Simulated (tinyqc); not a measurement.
# Threshold-voltage variability of a planar MOSFET, analytic estimates, step by step

Computed by the program tinyqc: `OMP_NUM_THREADS=1 python tinyqc.py 2090015 2090016 out.jsonl`, one thread of a shared Intel Xeon 2.30GHz, about 0.01 s for the whole run. Printed values are rounded.

Three independent sources add in quadrature: random dopants in the depleted layer, metal-gate grains of two orientations, and roughness of the two gate edges acting through the roll-off VT = VT(long) - Vr exp(-L/l). These are first-order estimates: no three-dimensional electrostatics, no percolation.

Parameters, values chosen for the exercise; material values close to those of silicon: temperature T = 325 K; band gap Eg = 1.14 eV; relative permittivity of the semiconductor eps_r = 11.6; conduction-band density of states at T Nc = 3.17e19 cm^-3; valence-band density of states at T Nv = 3.03e19 cm^-3; channel doping Na = 3.4e17 cm^-3; oxide-equivalent thickness in inversion ti = 1.3 nm; gate length L = 45 nm; gate width W = 90 nm; metal grain size G = 7 nm; work-function difference of the two grain orientations dW = 0.1 eV; share of the orientation of higher work function p = 0.6; rms roughness of one gate edge De = 1.1 nm; correlation length of the roughness La = 20 nm; decay length of the threshold roll-off l = 8.7 nm; prefactor of the roll-off Vr = 1.6 V; subthreshold factor n = 1.11; gm/I of a matched pair gI = 5 1/V; spread of the gain factor of one device sb = 3 %; number of cells Nb = 268435456; wanted yield Y = 0.999.

Constants: q = 1.602176634e-19 C, kB = 1.380649e-23 J/K, Vt = kB T/q, eps0 = 8.8541878128e-14 F/cm where lengths are in cm. Results are converted to the units shown.

Range of the model: The depletion depth exceeds L, so source and drain share much of the charge and the dopant estimate is rough.

## Random dopants

ni = sqrt(Nc Nv) exp(-Eg/(2 Vt)), Eg in volts; Cox = 3.9 eps0/ti; Wd = sqrt(4 eps0 eps_r Vt ln(Na/ni)/(q Na)); dopants: s1 = (q/Cox) sqrt(Na Wd/(3 L W)). The slope A1 = s1 sqrt(L W); mean number of dopants Na L W Wd.

Cox = 2.65626 uF/cm^2
Wd = 57.8421 nm
mean number of dopants = 79.6486
A1 = 0.488362 mV um
s1 = 7.67386 mV

Counting alone, 1/sqrt(N) of the depletion voltage q Na Wd/Cox = 119 mV, would give sqrt(3) times more: dopants deep in the layer act less on the surface.

## Metal grains and edge roughness

Grains: Ng = L W/G^2 (at least 1), s2 = dW sqrt(p (1 - p)/Ng). Edges, with exponential correlation and u = W/La: the mean gate length has sL^2 = 2 De^2 (2/u)[1 - (1 - exp(-u))/u]; s3 = sL (Vr/l) exp(-L/l).

Ng = 82.6531
s2 = 5.38860 mV
sL = 0.916078 nm
dVT/dL = 1.04292 mV/nm
s3 = 0.955394 mV

## Total spread, mismatch and leakage

s = sqrt(s1^2 + s2^2 + s3^2). For a pair: s(dVT) = sqrt(2) s; current mismatch sqrt(2) sqrt((gI s)^2 + sb^2); input offset = current mismatch/gI. For a Gaussian VT the off current is log-normal with mean/median = exp(s^2/(2 (n Vt)^2)).

s = 9.42539 mV
s(dVT) = 13.3295 mV
current mismatch = 7.90057 %
input offset = 15.8011 mV
mean/median of Ioff = 1.04704

The dopants give 66.3 % of the variance; without them s would be 5.47 mV.

## Iteration 1: margin in standard deviations for the wanted yield

k at the start = 2

Cells fail independently with probability Q(k) = erfc(k/sqrt(2))/2 when the margin is k standard deviations, and Y = exp(-Nb Q(k)). phi = exp(-k^2/2)/sqrt(2 pi). Newton steps on ln Q(k) = ln(-ln(Y)/Nb): k(new) = k + [ln Q - ln(-ln(Y)/Nb)] Q/phi.

Q(k) = 0.0227501
phi = 0.0539910
k after iteration 1 = 11.4944

## Iteration 2: margin in standard deviations for the wanted yield

As before.

Q(k) = 7.04004e-31
phi = 8.15244e-30
k after iteration 2 = 7.77134

## Course of the iteration: margin in standard deviations for the wanted yield

Stop when k changes by less than 1e-9, or after 30 iterations.

Course of the iteration:
```
iteration        k  |change|
1          11.4944      9.49
2          7.77134      3.72
3          6.90169     0.870
4          6.84886    0.0528
5          6.84866   1.96e-4
6          6.84866   2.69e-9
7          6.84866         0
```

Converged in 7 iterations. At the end the number of correct digits about doubles with each step. With s(dVT) = 13.3 mV, 6.85 standard deviations are 91.3 mV.
